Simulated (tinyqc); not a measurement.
Punch-through p+-n junction, ionisation integral and breakdown: one step of the calculation.

A p+ layer at x < 0 and an n drift layer from x = 0 to L on an n+ substrate. Depletion approximation, built-in voltage neglected. Local ionisation coefficients alpha_n = an exp(-(bn/E)^mx), alpha_p = ap exp(-(bp/E)^mx). Electrons move towards +x, holes towards x = 0.

Question. Field and ionisation coefficients on a grid. W = sqrt(2 eps0 eps_r V/(q N)), peak field E0 = q N W/(eps0 eps_r), falling linearly to 0 at W; if W > L the layer is punched through: W = L, E0 = V/L + q N L/(2 eps0 eps_r), falling linearly to E1 = V/L - q N L/(2 eps0 eps_r). Grid: 10 equal steps from 0 to fr W.

Parameters, values chosen for the exercise; material values close to those of gallium nitride: relative permittivity eps_r = 9.59; prefactor of the electron ionisation coefficient an = 2.81e8 1/cm; field constant for electrons bn = 3.29e7 V/cm; prefactor of the hole ionisation coefficient ap = 1.42e8 1/cm; field constant for holes bp = 2.02e7 V/cm; exponent mx = 1; donor density of the drift layer N = 1.1e16 cm^-3; thickness of the drift layer L = 6.4 um; reverse voltage V = 877 V; share of the depleted width that the grid covers fr = 1.

Constants: q = 1.602176634e-19 C, eps0 = 8.8541878128e-14 F/cm where lengths are in cm. Results are converted to the units shown.

Give: W; x; E; alpha_n; alpha_p.

Answer.

W = 6.400 um

```
point  x (um)  E (kV/cm)  alpha_n (1/cm)  alpha_p (1/cm)
0       0.000       2034           26.65            6923
1       0.640       1902           8.612            3460
2       1.280       1769           2.349            1558
3       1.920       1636          0.5187           616.5
4       2.560       1503         0.08773           207.0
5       3.200       1370         0.01051           56.27
6       3.840       1237        7.987e-4           11.56
7       4.480       1105        3.265e-5           1.624
8       5.120      971.8        5.570e-7          0.1334
9       5.760      839.0        2.618e-9        0.004963
10      6.400      706.1       1.637e-12        5.353e-5
```

Computed by the program tinyqc: `OMP_NUM_THREADS=1 python tinyqc.py 2120145 2120146 out.jsonl`, one thread of a shared Intel Xeon 2.30GHz, about 0.1 s for the whole run.
